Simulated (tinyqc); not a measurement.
Where in the gap a trap does harm: carrier lifetime from Shockley-Read-Hall, radiative, Auger and surface recombination. Computed by tinyqc, a small Python program. Command: `OMP_NUM_THREADS=1 python tinyqc.py 3000661 3000662 out.jsonl lifetime walk`. One thread of a shared host (Intel(R) Xeon(R) Processor @ 2.30GHz), about 0.02 s of CPU time with the checks.

Energies are counted from the top of the valence band. Boltzmann statistics, full ionisation, and equal excess densities of electrons and holes.

Inputs (values chosen for the exercise, with bands modelled on CdTe): gap E_g = 1.54 eV; electron mass m_e = 0.0977 m_0; valleys M_c = 1; hole mass m_h = 0.645 m_0; temperature T = 250 K; doping N = 7.4e+16 cm^-3; trap level E_t = 0.766 eV; trap density N_t = 1.9e+14 cm^-3; electron cross-section sigma_n = 6.3e-14 cm^2; hole cross-section sigma_p = 2.6e-16 cm^2.

Doping: p-type. Surface term: two equal surfaces.

Constants: m_0 = 9.1093837015e-31 kg; k_B = 1.380649e-23 J/K; h = 6.62607015e-34 J s; k_B = 8.617333262e-05 eV/K.

Method:
- N_c = 2 M_c (2 pi m_e k_B T/h^2)^(3/2) and N_v = 2 (2 pi m_h k_B T/h^2)^(3/2), masses in units of m_0.
- n_i = sqrt(N_c N_v) exp(-E_g/2 k_B T); majority density N/2 + sqrt(N^2/4 + n_i^2), minority density n_i^2 over it.
- v = sqrt(3 k_B T/m) with m_e or m_h; tau_n0 = 1/(sigma_n v_n N_t), tau_p0 = 1/(sigma_p v_p N_t); n1 = N_c exp(-(E_g - E_t)/k_B T), p1 = N_v exp(-E_t/k_B T).
- Low injection: tau = [tau_p0 (n_0 + n1) + tau_n0 (p_0 + p1)]/(n_0 + p_0). Depleted region (n = p = 0): generation lifetime tau_g = (tau_p0 n1 + tau_n0 p1)/n_i. n1 = N_c exp(-(E_g - E_t)/k_B T), p1 = N_v exp(-E_t/k_B T).

tau_p0 = 1.52484e-06 s

n_0 = 7.02290e-12 cm^-3

N_c = 5.82964e+17 cm^-3

tau_n0 = 2.44921e-09 s

p_0 = 7.40e+16 cm^-3

N_v = 9.88871e+18 cm^-3

n_i = 720.898 cm^-3

The same trap at other energies:
```
E_t (eV)  SRH lifetime (s)  generation lifetime (s)
0.092           7.0232e-09               4.6952e+05
0.231           2.4564e-09               7.4052e+02
0.385           2.4492e-09               5.8215e-01
0.539           2.4492e-09               4.5765e-04
0.693           2.4492e-09               3.7015e-07
0.770           2.4492e-09               3.8032e-07
0.847           2.4492e-09               1.3205e-05
1.001           2.4492e-09               1.6797e-02
1.155           2.4494e-09               2.1367e+01
1.309           2.7140e-09               2.7179e+04
1.448           1.7033e-07               1.7233e+07
```

What does the comparison show, and why?

The SRH lifetime (other channels left aside) stays within 10 % of its least value, among these rows, from E_t = 0.231 to 1.155 eV. The generation lifetime has a sharp minimum, among these rows at 0.693 eV and exactly at 0.731 eV, where tau_p0 n1 = tau_n0 p1, since generation needs two thermal jumps and the larger one rules.

Extremes, crossings and ranges named in words are read from the listed rows.
